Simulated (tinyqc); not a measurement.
From results back to parameters: Weaire-Thorpe hybrids on a Bethe lattice: gap and dangling bond of an amorphous tetrahedral solid. Two cases, with inputs chosen for the exercise.

Problem. In the Weaire-Thorpe model the two p-like peaks lie at -V2 + V1 and V2 + V1, and the guaranteed gap is 2 V2 - 4 V1. The peak positions come from hidden V1 and V2.

Case 1.

peaks (eV): bonding -2.430, antibonding 6.110

Case 2.

peaks (eV): bonding -2.740, antibonding 6.140

Find: V1, V2; guaranteed gap; lowest possible level -3 V1 - V2.

Solution. The mean of the peaks is V1 and half their distance V2.

Case 1.

V1, V2 (eV): 1.84  4.27

guaranteed gap = 1.18 eV
lowest possible level -3 V1 - V2 = -9.79 eV

Case 2.

V1, V2 (eV): 1.70  4.44

guaranteed gap = 2.08 eV
lowest possible level -3 V1 - V2 = -9.54 eV

Computed by tinyqc, one run a case: `OMP_NUM_THREADS=1 python tinyqc.py N N+1 out.jsonl` with N = 1482846, 1482874; one thread of a shared Intel(R) Xeon(R) Processor @ 2.30GHz, about 0.04 s a run at most.
